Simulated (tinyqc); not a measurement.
Six-band Luttinger-Kohn model with strain: one step. Strain from a uniaxial [110] stress.

Values chosen for the exercise (near those of InSb; shifted at random, so the results belong to these values and not to a real crystal):
- C11 = 68 GPa
- C12 = 37.2 GPa
- C44 = 31 GPa
- load = uniaxial [110] (kind of stress)
- X = -0.94 GPa (stress)

Task: s11 = (C11 + C12)/((C11 - C12)(C11 + 2 C12)), s12 = -C12/((C11 - C12)(C11 + 2 C12)), s44 = 1/C44; exx = s11 sxx + s12 (syy + szz) and cyclic, exy = s44 sxy/2; tension is positive. A uniaxial stress X along the unit vector n is s_ij = X n_i n_j.

Give: s11, s12, s44; strain tensor.

Result:

s11, s12, s44 (1/TPa): 23.9858  -8.4817  32.2581

strain tensor:
```
           x          y         z
x  -0.007287  -0.007581  0.000000
y  -0.007581  -0.007287  0.000000
z   0.000000   0.000000  0.007973
```

The volume changes by -0.660 %; there is shear in the cubic axes, so d enters.

Program tinyqc; command `OMP_NUM_THREADS=1 python tinyqc.py 1080793 1080794 out.jsonl`; about 0.07 s on one thread of a shared Intel(R) Xeon(R) Processor @ 2.30GHz.
